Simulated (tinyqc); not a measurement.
Inside a calculation. Method: LDA (VWN5) atom on a uniform radial grid, spin-unpolarised, for He. Computed by tinyqc, a small Python program that keeps every step. Settings: Z = 2, points = 192, R = 13.2, functional = lda,vwn, mixing = 0.4, iteration cap = 87. Command: `OMP_NUM_THREADS=1 python tinyqc.py 30203 30204 out.jsonl` (the two numbers bound the seeds that draw the settings). One thread of a shared host (Intel(R) Xeon(R) Processor @ 2.60GHz), about 0.2 s of CPU time with the checks. Later iterations appear only in the table of the cycle.

## Iteration 1

Spherical atom on a uniform radial grid r_j = j h with h = R/(N + 1), h sum u^2 = 1 and integrals as h times sums, u(0) = u(R) = 0 (atomic units):
```
parameter            value
Z                        2
points N               192
R                13.200000
h                 0.068394
mixing            0.400000
electrons in 1s          2
```

Three-point differences turn -u''/2 + [l(l+1)/2r^2 - Z/r + V] u = e u into a tridiagonal matrix (diagonal 1/h^2 + potential, off-diagonal -1/2h^2). D = sum f u^2; the Hartree potential y/r solves y'' = -D/r with y(0) = 0, y(R) = N_e; v_xc comes from rho = D/(4 pi r^2); E = sum f e - int D V + int D (V_H/2 + eps_xc); V(new) = V + mixing (V_H + v_xc - V).

eigenvalues (hartree): 1s -1.9907

Every 12th grid point:
```
r          V in     u(1s)         D     V_H       v_xc
0.8207   0.0000    0.8997    1.6189  2.1943    -0.6334
1.6415   0.0000    0.3503    0.2454  1.2110    -0.2323
2.4622   0.0000    0.1023    0.0209  0.8120    -0.0872
3.2829   0.0000    0.0266    0.0014  0.6092    -0.0327
4.1036   0.0000    0.0065  8.35e-05  0.4874    -0.0119
4.9244   0.0000    0.0015  4.56e-06  0.4061    -0.0042
5.7451   0.0000  3.43e-04  2.35e-07  0.3481    -0.0015
6.5658   0.0000  7.63e-05  1.16e-08  0.3046    -0.0005
7.3865   0.0000  1.67e-05  5.58e-10  0.2708  -1.72e-04
8.2073   0.0000  3.61e-06  2.61e-11  0.2437  -5.83e-05
9.0280   0.0000  7.74e-07         0  0.2215  -9.28e-06
9.8487   0.0000  1.64e-07         0  0.2031     0.0000
10.6694  0.0000  3.47e-08         0  0.1875     0.0000
11.4902  0.0000  7.26e-09         0  0.1741     0.0000
12.3109  0.0000  1.47e-09         0  0.1625     0.0000
13.1316  0.0000  7.26e-11         0  0.1523     0.0000
```

total energy = -2.677122 hartree

## Iteration 2

As before.

eigenvalues (hartree): 1s -1.3177

Every 12th grid point:
```
r          V in     u(1s)         D     V_H       v_xc
0.8207   0.6244    0.8922    1.5921  2.1222    -0.6301
1.6415   0.3915    0.4141    0.3430  1.2042    -0.2570
2.4622   0.2899    0.1497    0.0448  0.8115    -0.1094
3.2829   0.2306    0.0490    0.0048  0.6092    -0.0473
4.1036   0.1902    0.0153  4.66e-04  0.4874    -0.0203
4.9244   0.1608    0.0046  4.24e-05  0.4061    -0.0086
5.7451   0.1387    0.0014  3.70e-06  0.3481    -0.0036
6.5658   0.1216  3.96e-04  3.14e-07  0.3046    -0.0015
7.3865   0.1082  1.14e-04  2.60e-08  0.2708    -0.0006
8.2073   0.0975  3.25e-05  2.11e-09  0.2437  -2.49e-04
9.0280   0.0886  9.20e-06  1.69e-10  0.2215  -1.02e-04
9.8487   0.0812  2.59e-06  1.34e-11  0.2031  -4.14e-05
10.6694  0.0750  7.24e-07         0  0.1875     0.0000
11.4902  0.0696  2.01e-07         0  0.1741     0.0000
12.3109  0.0650  5.26e-08         0  0.1625     0.0000
13.1316  0.0609  2.99e-09         0  0.1523     0.0000
```

total energy = -2.775009 hartree

## Iteration 3

As before.

eigenvalues (hartree): 1s -0.9637

Every 12th grid point:
```
r          V in     u(1s)         D     V_H       v_xc
0.8207   0.9715    0.8804    1.5502  2.0705    -0.6249
1.6415   0.6137    0.4508    0.4064  1.1975    -0.2706
2.4622   0.4548    0.1845    0.0681  0.8108    -0.1239
3.2829   0.3631    0.0694    0.0096  0.6091    -0.0582
4.1036   0.3009    0.0250    0.0013  0.4874    -0.0275
4.9244   0.2555    0.0088  1.55e-04  0.4061    -0.0129
5.7451   0.2210    0.0030  1.86e-05  0.3481    -0.0060
6.5658   0.1942    0.0010  2.18e-06  0.3046    -0.0028
7.3865   0.1730  3.55e-04  2.52e-07  0.2708    -0.0013
8.2073   0.1558  1.20e-04  2.87e-08  0.2437    -0.0006
9.0280   0.1417  4.02e-05  3.24e-09  0.2215  -2.70e-04
9.8487   0.1299  1.35e-05  3.63e-10  0.2031  -1.23e-04
10.6694  0.1200  4.49e-06  4.02e-11  0.1875  -5.65e-05
11.4902  0.1114  1.48e-06         0  0.1741  -2.57e-05
12.3109  0.1040  4.50e-07         0  0.1625     0.0000
13.1316  0.0975  2.76e-08         0  0.1523     0.0000
```

total energy = -2.807113 hartree

## Convergence

Stop when input and output potentials agree to 1e-7.

Course of the cycle (hartree):
```
iteration          E    e(1s)  largest |V(out) - V(in)|
1          -2.677122  -1.9907                  2.35e+00
2          -2.775009  -1.3177                  1.20e+00
3          -2.807113  -0.9637                  5.94e-01
4          -2.816072  -0.7782                  2.94e-01
5          -2.818286  -0.6807                  1.49e-01
6          -2.818800  -0.6289                  7.87e-02
7          -2.818919  -0.6010                  4.31e-02
8          -2.818948  -0.5857                  2.42e-02
9          -2.818955  -0.5772                  1.38e-02
10         -2.818958  -0.5724                  7.99e-03
11         -2.818958  -0.5697                  4.65e-03
...              ...      ...                       ...
22         -2.818959  -0.5659                  1.44e-05
23         -2.818959  -0.5659                  8.52e-06
24         -2.818959  -0.5659                  5.06e-06
25         -2.818959  -0.5659                  3.00e-06
26         -2.818959  -0.5659                  1.78e-06
27         -2.818959  -0.5659                  1.06e-06
28         -2.818959  -0.5659                  6.27e-07
29         -2.818959  -0.5659                  3.72e-07
30         -2.818959  -0.5659                  2.20e-07
31         -2.818959  -0.5659                  1.31e-07
32         -2.818959  -0.5659                  7.75e-08
```

Converged in 32 iterations. A uniform grid resolves the cusp poorly: for a bare nucleus this grid gives 1s at -1.99073 against -Z^2/2 = -2 hartree. Before convergence this energy mixes input and output and is not variational, so it may rise towards its limit.
